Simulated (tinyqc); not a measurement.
Changing the well width w: interdiffusion of a quantum well during annealing: blurred potential and shift of the confined levels. Computed by tinyqc, a small Python program. Command: `OMP_NUM_THREADS=1 python tinyqc.py 3003425 3003426 out.jsonl qwi sweep`. One thread of a shared host (Intel(R) Xeon(R) Processor @ 2.30GHz), about 0.08 s of CPU time with the checks.

A square well of width w is blurred by Fick diffusion with a constant coefficient; band offsets are linear in composition, masses are uniform, and strain and excitons are ignored.

Inputs (values chosen for the exercise, modelled on GaAs in AlGaAs): electron mass m_e = 0.0676 m_0; hole mass m_h = 0.401 m_0; conduction offset V_c = 0.28 eV; valence offset V_v = 0.11 eV; prefactor D0 = 11 cm^2/s; activation energy E = 3.83 eV; anneal temperature T = 850 C; anneal time t = 700 s.

Constants: k_B = 8.617333262e-05 eV/K; hbar^2/(2 m_0) = 3.80998212 eV angstrom^2.

Method:
- D = D0 exp(-E/(k_B T)); L = sqrt(D t); share of well material at the centre erf(w/(4L)); 1 nm = 1e-7 cm.
- Temperatures in kelvin are T(C) + 273.15.
- With L = sqrt(D t) and the share at the centre erf(w/(4L)). After the anneal: V(z) = V {1 - (1/2)[erf((w/2 - z)/(2L)) + erf((w/2 + z)/(2L))]}, energies counted from the original well bottom. Finite differences on 3000 points over |z| < w/2 + 6L + 25 nm; shifts are taken against the same grid with cell-averaged square steps.
- Rise of the bottom = V (1 - share at the centre). Overlap = |<electron|hole>|^2.

One run for each value; columns: (1) well width w (nm); (2) blue shift of the transition (meV); (3) shift of the electron level (meV); (4) shift of the hole level (meV); (5) share at the centre:
```
(1)       (2)     (3)     (4)     (5)
1.5    60.316  33.121  27.195  0.1871
3.3   122.772  78.145  44.627  0.3975
5.1   126.603  85.209  41.394  0.5791
6.9   107.701  74.740  32.961  0.7238
8.8    82.930  58.883  24.047  0.8351
11.0   57.975  42.070  15.905  0.9174
14.0   34.551  25.718   8.833  0.9729
16.0   24.641  18.609   6.033  0.9884
```

Give the missing row, well width w (nm) = 12.0.

Computed row; columns: (1) well width w (nm); (2) blue shift of the transition (meV); (3) shift of the electron level (meV); (4) shift of the hole level (meV); (5) share at the centre:
```
(1)      (2)     (3)     (4)     (5)
12.0  48.834  35.756  13.078  0.9418
```

Interpolating between the two neighbouring rows (the first column on a logarithmic scale, the others too where they are positive) misses most in shift of the hole level (meV), by 1.6 %. Over the rows, blue shift of the transition (meV) goes from 60.3 through a maximum among these rows, 127 at 5.10, to 24.6; shift of the electron level (meV) goes from 33.1 through a maximum among these rows, 85.2 at 5.10, to 18.6; shift of the hole level (meV) goes from 27.2 through a maximum among these rows, 44.6 at 3.30, to 6.03. A wide well keeps its centre and its states away from the edges; a very thin one has levels already near the barrier, with little room to move.

Extremes, crossings and ranges named in words are read from the listed rows.
